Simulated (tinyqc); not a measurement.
Dielectric constant under pressure: Penn model of the dielectric constant and Phillips ionicity.

n = 32/a^3; Ep^2 = 8 pi c e2 n with c = hbar^2/2m0, e2 = e^2/(4 pi eps0); EF = c (3 pi^2 n)^(2/3); eps = 1 + (Ep/Eg)^2 S with S = 1 - Eg/(4 EF) + (Eg/(4 EF))^2/3, Eg the Penn gap. Core d shells are left out.

Phillips: bond length d = sqrt(3) a/4; homopolar gap Eh = 39.74 d^(-2.48) eV (d in angstrom); Eg^2 = Eh^2 + C^2; ionicity fi = C^2/Eg^2.

Constants: hbar^2/2m0 = 3.80998211 eV angstrom^2; e^2/(4 pi eps0) = 14.39964547 eV angstrom.

Values chosen for the exercise (out of a larger set: near those of GaAs; not measured data): a = 5.678 angstrom (cubic lattice constant, 32 valence electrons a cell); C0 = 3.18 eV (ionic gap, held fixed).

The lattice constant is scaled by the factor listed; C = C0.

Results:

| factor | Eh (eV) | Eg (eV) | Ep (eV) | eps | fi |
|---|---|---|---|---|---|
| 0.94 | 4.977 | 5.906 | 17.035 | 8.404 | 0.290 |
| 0.96 | 4.724 | 5.694 | 16.506 | 8.472 | 0.312 |
| 0.98 | 4.488 | 5.500 | 16.003 | 8.522 | 0.334 |
| 0.99 | 4.376 | 5.410 | 15.761 | 8.539 | 0.346 |
| 1.00 | 4.269 | 5.323 | 15.525 | 8.552 | 0.357 |
| 1.01 | 4.165 | 5.240 | 15.295 | 8.561 | 0.368 |
| 1.02 | 4.064 | 5.160 | 15.071 | 8.564 | 0.380 |
| 1.04 | 3.873 | 5.011 | 14.638 | 8.558 | 0.403 |

d ln eps/d ln a = +0.12 around factor 1: eps falls under compression. Ep^2 goes as a^-3 and Eh^2 as a^-4.96; with C fixed Eg^2 goes as a^-3.19 at fi = 0.357, and leaving S aside the two powers balance at fi = 0.395. The slope is a difference of two powers and the model omits d shells and any change of C, so it is no prediction for a real crystal; eps from C0 (row 1.00) need not match a measured ei.

tinyqc: `OMP_NUM_THREADS=1 python tinyqc.py 1680385 1680386 out.jsonl`; about 0.01 s, one thread, shared Intel(R) Xeon(R) Processor @ 2.30GHz.
